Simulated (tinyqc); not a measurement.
# Straight dislocations in isotropic elasticity: fields, energies, partials, Peierls stress and walls, step by step

A worked calculation. Computed by tinyqc, a small Python program that keeps every step. Command: `OMP_NUM_THREADS=1 python tinyqc.py 3021391 3021392 out.jsonl disloc walk`. One thread of a shared host (Intel(R) Xeon(R) Processor @ 2.30GHz), about 0.01 s of CPU time with the checks. Intermediate numbers are printed to about 6 digits and carried at full precision; extremes and crossings named in words are read from the listed rows.

The line runs along z, the glide plane is y = 0, and beta is the angle between b and the line (0 screw, 90 degrees edge): b_e = b sin(beta) along +x with the extra half plane at y > 0, b_s = b cos(beta). Stress is positive in tension.

Inputs (values chosen for the exercise, modelled on silicon):
```
quantity,value,unit
shear modulus G,65.4,GPa
Poisson ratio nu,0.22,-
Burgers vector b,3.84,angstrom
stacking-fault energy gamma,59.9,mJ/m^2
dislocation density rho,1.3e+11,1/m^2
core radius r0/b,1,-
misfit volume of a solute dV,-2.1,angstrom^3
temperature T,500,K
unstable fault energy gamma_us,1390,mJ/m^2
tilt angle theta,7.2,degrees
source length l,74,nm
```

Character: 60-degree.

field point (x, y) (nm): [6.9, -5.9]

Constants: 1 eV/angstrom^3 = 160.2176634 GPa; k_B = 8.617333262e-05 eV/K.

## Line energy and line tension

Energy factor K = G [cos^2(beta) + sin^2(beta)/(1 - nu)]. E = K b^2/(4 pi) ln(R/r0) with R = 1/(2 sqrt(rho)); tension T = E + d^2E/d(beta)^2 = G b^2 [1 + nu - 3 nu sin^2(beta)]/(4 pi (1 - nu)) ln(R/r0). The core energy is taken into r0.

energy factor K = 79.2346 GPa

ln(R/r0) = 8.19183

line energy E = 47.5377 eV/nm

line tension T = 36.4707 eV/nm

stored energy rho E = 0.990129 kJ/m^3

T/E = 0.77: bowing turns parts of the line towards the cheaper screw character, so it is soft.

## Stress at a point

With D = G b_e/(2 pi (1 - nu)), S = G b_s/(2 pi), r^2 = x^2 + y^2: s_xx = -D y (3x^2 + y^2)/r^4, s_yy = D y (x^2 - y^2)/r^4, s_xy = D x (x^2 - y^2)/r^4, s_zz = nu (s_xx + s_yy), s_xz = -S y/r^2, s_yz = S x/r^2. Pressure p = -trace/3.

stress (MPa):
```
,x,y,z
x,684.688,57.698,143.060
y,57.698,-49.336,167.308
z,143.060,167.308,139.777
```

pressure p = -258.377 MPa

The point lies below the glide plane, on the stretched side.

## Force on a second, equal dislocation at that point; binding of a solute

Peach-Koehler force per length on a parallel dislocation with the same b: in the glide plane F_x = s_xy b_e + s_yz b_s, normal to it F_y = -(s_xx b_e + s_xz b_s), which drives climb of the edge part or cross-slip of a screw. A solute with misfit volume dV has the energy p dV, and its dilute concentration is scaled by exp(-p dV/(k_B T)).

glide force F_x = 51.3107 mN/m

normal force F_y = -255.163 mN/m

solute energy = 3.38659 meV

concentration ratio = 0.924410

Along x the second dislocation is repelled. The undersized solute is depleted here.

## Splitting into partials

Shockley partials have b_p = b/sqrt(3) at the angles beta -/+ 30 degrees; their repulsion balances the fault at d = G b_p^2/(8 pi gamma) (2 - nu)/(1 - nu) [1 - 2 nu cos(2 beta)/(2 - nu)].

partial Burgers vector b_p = 2.21703 angstrom

splitting width d = 5.47504 nm

d/b = 14.2579

Widely split: cross-slip and climb need a constriction first.

## Peierls-Nabarro core of the undissociated dislocation

Misfit energy gamma(u) = (gamma_us/2)(1 - cos(2 pi u/b)), so the largest restoring stress is tau_max = pi gamma_us/b; u(x) = b/2 + (b/pi) arctan(x/zeta), zeta = K b/(4 pi tau_max). Summing the misfit energy over atomic rows a' apart gives, for a wide core, W_P = (K b^2/pi) exp(-2 pi zeta/a') and sigma_P = (K b/a') exp(-2 pi zeta/a'); a' = b/2 for edge and 30-degree lines, b sqrt(3)/2 for screw and 60-degree lines.

tau_max = 11.3719 GPa

half width zeta = 2.12913 angstrom

row spacing a' = 3.32554 angstrom

Peierls barrier W_P = 415.593 meV/nm

Peierls stress sigma_P = 1638.08 MPa

zeta/a' = 0.64 and sigma_P/G = 0.025: the stress falls by a factor e for each a'/(2 pi) of half width. Caution: in covalent crystals lines are dissociated and reconstructed and move by kinks, so this sinusoidal model gives only the trend.

## Strength from dislocations

Frank-Read source, averaged over the loop: tau = G b/(2 pi l) [(1 - nu/2)/(1 - nu)] ln(l/r0). Taylor hardening: tau = 0.3 G b sqrt(rho).

Frank-Read stress = 324.247 MPa

Taylor stress = 2.71645 MPa

Of the source, forest and Peierls stresses the largest here is the Peierls stress. Caution: in covalent crystals the flow stress is largely set by thermally activated glide over the Peierls barrier, which the source and Taylor stresses leave out.

## Low-angle tilt boundary

A symmetric tilt wall of edge dislocations has the spacing h = b/(2 sin(theta/2)); Read-Shockley: gamma_b = E0 theta (A - ln theta), E0 = G b/(4 pi (1 - nu)), A = 1 + ln(b/(2 pi r0)), theta in radians.

spacing h = 3.05779 nm

boundary energy = 398.041 mJ/m^2

angle of the maximum, exp(A - 1) = 9.11891 degrees

Caution: towards the maximum of the Read-Shockley curve the spacing is no longer large against the core size, so the formula is only rough.

## Character of the line

E = K b^2/(4 pi) ln(R/r0); T = G b^2 [1 + nu - 3 nu sin^2(beta)]/(4 pi (1 - nu)) ln(R/r0).

From screw to edge:
```
beta (degrees),K (GPa),E (eV/nm),T (eV/nm),d (nm)
0,65.4000,39.2375,61.3714,3.66828
15,66.6357,39.9788,59.1474,3.82965
30,70.0115,42.0042,53.0712,4.27053
45,74.6231,44.7710,44.7710,4.87279
60,79.2346,47.5377,36.4707,5.47504
75,82.6105,49.5631,30.3945,5.91593
90,83.8462,50.3044,28.1705,6.07730
```

The edge costs 1/(1 - nu) = 1.282 times the screw in energy, yet its tension is only (1 - 2 nu)/(1 + nu) = 0.459 of the screw value, so loops under stress are elongated along b. The edge splits 1.66 times as widely, (2 + nu)/(2 - 3 nu), since there the larger, edge parts of the partials repel with the factor 1/(1 - nu) and the small screw parts attract, while in the screw the roles are exchanged.

Checks made by the program: zero divergence of the stress field, by differences and relative to the size of its gradient (relative difference below 1e-10); splitting against the force between the two partials (relative difference below 1e-10).
